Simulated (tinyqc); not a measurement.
What moves the results: band gaps under pressure and temperature from deformation potentials. A value that a table varies takes the place of the one given here.

Murnaghan: V/V0 = (1 + Bp P/B0)^(-1/Bp), B0 = (C11 + 2 C12)/3. Each gap moves by a ln(V/V0) with its volume potential a, and falls with temperature by aV T^2/(T + bV) (Varshni); the two effects are added. No change of phase is considered.

Constants: hc = 1239.841984 eV nm.

Inputs chosen for the exercise (near those of InAs, the X and L potentials typical of such crystals; shifted at random, so the results belong to these values and not to a real crystal):
```
symbol  value                  unit   meaning
Eg      0.424                  eV     gap at Gamma to the s-like level at 0 K, 0 GPa
EgX     1.423                  eV     gap to X at 0 K, 0 GPa
EgL     1.124                  eV     gap to L at 0 K, 0 GPa
C11     83.4                   GPa
C12     46                     GPa
Bp      3.86                          pressure derivative of the bulk modulus
aG      -6.12                  eV     volume potential of the Gamma gap
aX      1.35                   eV     volume potential of the X gap
aL      -3.43                  eV     volume potential of the L gap
aV      (0.273, 0.283, 0.283)  meV/K  Varshni alpha of Gamma, X, L
bV      (96, 100, 88)          K      Varshni beta of Gamma, X, L
T       300                    K      temperature
P       5.8                    GPa    pressure
```

## Gaps against pressure

The last column is the linear form E0 + c1 P for Gamma, c1 = -aG/B0.

Gaps (eV):
```
P (GPa),ln(V/V0),Gamma,X,L,lowest,"Gamma, linear"
0.00,0.0000,0.362,1.359,1.058,Gamma,0.362
1.00,-0.0166,0.463,1.337,1.115,Gamma,0.467
2.00,-0.0321,0.559,1.316,1.169,Gamma,0.571
3.00,-0.0468,0.648,1.296,1.219,Gamma,0.676
4.00,-0.0607,0.734,1.277,1.267,Gamma,0.781
5.00,-0.0739,0.814,1.260,1.312,Gamma,0.885
6.00,-0.0865,0.891,1.243,1.355,Gamma,0.990
7.00,-0.0984,0.964,1.226,1.396,Gamma,1.095
8.00,-0.1099,1.034,1.211,1.435,Gamma,1.199
```

How do the results move?

Over 8 GPa Gamma moves by +0.672, L by +0.377 and X by -0.148 eV. Gamma stays lowest. The linear form overshoots by 165 meV at the end, because the crystal stiffens; the gap is linear in ln V, not in P. Rows above about 7 GPa lie beyond the phase change of the real crystal.

## Gaps against temperature

At the pressure P; wavelength hc/E of the lowest gap.

Gaps (eV):
```
T (K),Gamma,X,L,lowest,wavelength (nm)
0,0.9380,1.3096,1.4121,Gamma,1321.8
50,0.9333,1.3049,1.4070,Gamma,1328.4
100,0.9241,1.2955,1.3970,Gamma,1341.7
200,0.9011,1.2719,1.3728,Gamma,1375.9
300,0.8760,1.2459,1.3464,Gamma,1415.4
400,0.8499,1.2191,1.3193,Gamma,1458.7
500,0.8235,1.1917,1.2918,Gamma,1505.6
600,0.7968,1.1641,1.2640,Gamma,1556.0
```

How do the results move?

From 0 to 100 K the Gamma gap falls by 13.9 meV, from 500 to 600 K by 26.7 meV: quadratic below bV, linear with a slope tending to aV = 0.273 meV/K above. Gamma stays lowest. A pressure of 0.59 GPa, with the slope -aG/B0 at zero pressure, would undo the fall of the Gamma gap from 0 to 300 K.

## What each parameter does

Gaps at P and T. Each row changes one parameter from the base and keeps the others.

Results:
```
case,Gamma (eV),X (eV),L (eV)
base,0.8760,1.2459,1.3464
T = 350 K,0.8630,1.2326,1.3329
C11 = 91.74 GPa,0.8559,1.2504,1.3352
C12 = 50.6 GPa,0.8539,1.2508,1.3341
Bp = 3.474,0.8836,1.2443,1.3507
aG = -5.508 eV,0.8246,1.2459,1.3464
aX = 1.485 eV,0.8760,1.2346,1.3464
aL = -3.087 eV,0.8760,1.2459,1.3176
P = 5.22 GPa,0.8314,1.2558,1.3215
```

What can be read from the table?

The largest shifts from the base row, up to three for each result and ties (the steps differ in size, so this ranks the rows, not the parameters). Gamma (eV): aG -0.0514, P -0.0445, C12 -0.0220; unchanged at the printed digits by aX and aL. X (eV): T -0.0134, aX -0.0113, P +0.0098; unchanged at the printed digits by aG and aL. L (eV): aL -0.0288, P -0.0250, T -0.0135; unchanged at the printed digits by aG and aX.

Computed by tinyqc, a small Python program: `OMP_NUM_THREADS=1 python tinyqc.py 1081503 1081504 out.jsonl` (the numbers bound the seed that draws the inputs); one thread of a shared host (Intel(R) Xeon(R) Processor @ 2.30GHz), about 0.01 s for the whole set of steps.
